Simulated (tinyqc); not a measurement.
# Worked calculation: metal-interlayer-semiconductor contact, depinning against tunnelling resistance

Numbers from tinyqc (`OMP_NUM_THREADS=1 python tinyqc.py 2270122 2270123 out.jsonl`; about 0.02 s on one thread of a shared Intel Xeon 2.30GHz). Printed values are rounded.

Zero bias, n-type semiconductor. Gap states at the semiconductor surface thin out as exp(-be ti), which unpins the barrier; electrons must then cross the interlayer (a rectangular barrier, no voltage drop across it) and the parabolic depleted layer, both by WKB. Energies E are counted from the Fermi level; no image force, parabolic bands.

Parameters, values chosen for the exercise; semiconductor values close to those of In0.53Ga0.47As; interlayer mass of the order of that in aluminium oxide, offset chosen freely: temperature T = 300 K; band gap Eg = 0.747 eV; relative permittivity eps_r = 14; electron affinity chi = 4.4 eV; conduction-band density of states at T Nc = 2.1e17 cm^-3; tunnelling mass in the semiconductor mt = 0.0406 m0; Richardson mass mA = 0.0409 m0; donor density Nd = 1.2e19 cm^-3; charge-neutrality level above the valence band E0 = 0.51 eV; pinning factor without interlayer S0 = 0.15; metal work function phiM = 4.92 eV; interlayer thickness ti = 2 nm; conduction-band offset of the interlayer above the semiconductor dE = 2.53 eV; tunnelling mass in the interlayer mi = 0.35 m0; decay constant of gap states through the interlayer be = 3.3 1/nm.

Constants: q = 1.602176634e-19 C, kB = 1.380649e-23 J/K, eps0 = 8.8541878128e-12 F/m, hbar = 1.054571817e-34 J s, h = 6.62607015e-34 J s, m0 = 9.1093837015e-31 kg, Vt = kB T/q, hbar^2/(2 m0) = 0.0380998212 eV nm^2. Results are converted to the units shown.

Range of the model: The Fermi level lies over 0.25 eV inside the band, where non-parabolicity lowers it and raises the mass. The depletion charge would drop about 0.54 V across such an interlayer (eps_r near 9) at ti = 2 nm and Nd = 1.2e19 cm^-3, against a band bending of 0.98 V; this model leaves that drop out.

## Pinning, barrier and scales

S = 1/(1 + (1/S0 - 1) exp(-be ti)); phiB = S (phiM - chi) + (1 - S)(Eg - E0); xi = Ec - EF deep inside, from Nd = Nc F(-xi/Vt), F(x) = (2/sqrt(pi)) int_0^infinity sqrt(u) du/(1 + exp(u - x)); band bending U = phiB - xi; E00 = (hbar/2) sqrt(Nd/(eps0 eps_r mt m0)) in volts; A = 4 pi q mA m0 kB^2/h^3.

S = 0.9923502
phiB = 0.5178351 eV
xi = -0.4624974 eV
U = 0.9803325 eV
E00 = 0.08530822 eV
A = 4.915085 A/(cm^2 K^2)

The interlayer moves the barrier from 0.279 eV to 0.518 eV; the unpinned limit is phiM - chi = 0.520 eV. E00/Vt = 3.30: by the usual rule of thumb (0.5 to 5) thermionic-field emission.

## Exponents and integrand on an energy grid

E, point 0 to 14 (eV): [-0.46, -0.39929, -0.33857, -0.27786, -0.21714, -0.15643, -0.09571, -0.035, 0.02571, 0.08643, 0.14714, 0.20786, 0.26857, 0.32929, 0.39]

With U = phiB - xi: for xi < E < phiB, y = (E - xi)/U and G1 = (U/E00) [sqrt(1 - y) - y ln((1 + sqrt(1 - y))/sqrt(y))], G1 = 0 above phiB; G2 = 2 ti sqrt(mi max(phiB + dE - E, 0)/C), C = hbar^2/(2 m0); f = 1/(1 + exp(E/Vt)); integrand exp(-G1 - G2) f.

G1, point 0 to 14: [11.36931, 9.59807, 8.27985, 7.15613, 6.16432, 5.27531, 4.47176, 3.74308, 3.08188, 2.48318, 1.94402, 1.46253, 1.03857, 0.67334, 0.37073]
G2, point 0 to 14: [22.70660, 22.50925, 22.31012, 22.10924, 21.90647, 21.70185, 21.49524, 21.28667, 21.07603, 20.86323, 20.64827, 20.43101, 20.21145, 19.98945, 19.76499]
f, point 0 to 14: [1.000000, 0.9999998, 0.9999979, 0.9999785, 0.9997750, 0.9976500, 0.9759254, 0.7947600, 0.2700227, 0.03411651, 0.003362745, 3.220815e-4, 3.077579e-5, 2.938801e-6, 2.807296e-7]
integrand, point 0 to 14 (in units of 1e-11): [0.000159, 0.001138, 0.005187, 0.019508, 0.064403, 0.191843, 0.515337, 1.071411, 0.870474, 0.247600, 0.051879, 0.009994, 0.001817, 0.000312, 0.000051]

## Contact resistivity

1/rho_c = (A T^2/Vt^2) I, with I the trapezoid sum of the integrand over the grid.

I = 1.852366e-12 eV
rho_c = 815.62 ohm cm^2

A fine grid from xi upwards gives rho_c = 814.9 ohm cm^2; the coarse value is 0.094 % above it. The integrand peaks at E = -0.013 eV, and under 0.001 % of the current flows above phiB. Tunnelling through the interlayer costs a factor of 1.77e9 at this barrier height; the bare contact (ti = 0) has rho_c = 6.12e-8 ohm cm^2, so with the interlayer rho_c is 1.33e10 times that.
